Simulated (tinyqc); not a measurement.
A log to judge: velocity overshoot from momentum and energy balance equations after a field step. Computed by tinyqc. Command: `OMP_NUM_THREADS=1 python tinyqc.py 3028142 3028143 out.jsonl overshoot walk`. One thread of a shared host (Intel(R) Xeon(R) Processor @ 2.30GHz), about 0.03 s of CPU time with the checks.

At t = 0 the field jumps from 0 to F in a uniform sample. v is the drift velocity and u = w - (3/2) k_B T the excess energy per carrier.

Inputs (values chosen for the exercise, modelled on electrons in GaN except for tau_E): effective mass m = 0.2 m_0; low-field mobility mu_0 = 1300 cm^2/(V s); saturation velocity v_s = 2.1 1e7 cm/s; energy relaxation time tau_E = 0.21 ps; field after the step F = 150 kV/cm; lattice temperature T = 300 K; time step dt = 48 fs.

Scheme: explicit Euler.

Constants: m_0 = 9.1093837015e-31 kg; e = 1.602176634e-19 C; k_B = 8.617333262e-05 eV/K.

Method:
- dv/dt = e F/m - v/tau_m(u), du/dt = e F v - u/tau_E, tau_m(u) = tau_0/(1 + c u), tau_0 = m mu_0/e, c = mu_0/(e tau_E v_s^2); this choice gives the steady state v (1 + mu_0 F v/v_s^2) = mu_0 F, which saturates at v_s. Steady velocity v = 2 mu_0 F/(1 + sqrt(1 + 4 (mu_0 F/v_s)^2)); u = e F v tau_E; carrier temperature T + 2u/(3 k_B), neglecting the drift energy m v^2/2.
- Step: v_new = v + dt (e F/m - v/tau_m(u)), u_new = u + dt (e F v - u/tau_E). Start v = u = 0; the distance adds dt (v + v_new)/2.
- Run to 8 times the larger of tau_E and tau_0, but at most 20001 steps, and stop early if |v| > 1000 v_s or u < -1/(2c); the run is accepted if the last v is within 0.5 % of the steady value.

Selected steps, the peak among them:
```
step  t (fs)  v (1e7 cm/s)        u (eV)  distance (nm)
1         48   6.33175e+00             0    1.51962e+01
2         96   1.06076e+01   4.55886e-01    5.58505e+01
3        144  -8.54678e+00   1.11543e+00    6.07964e+01
4        192   4.40131e+01   2.45104e-01    1.45915e+02
5        240  -1.31172e+01   3.35802e+00    2.20066e+02
6        288   1.98244e+02   1.64604e+00    6.64369e+02
8        384   9.45374e+04  -8.50039e+01    2.21564e+05
```

Can the last value be used, and what does the course show?

No. The run fails. Linearised at the steady state the two equations have the rates -0.0613 and -0.0098 per fs; the explicit step is stable only for dt < 2 |Re|/|rate|^2 = 32.6 fs, against dt = 48 fs. Reruns converge with time step dt = 4.8; or with scheme = implicit in the damping.
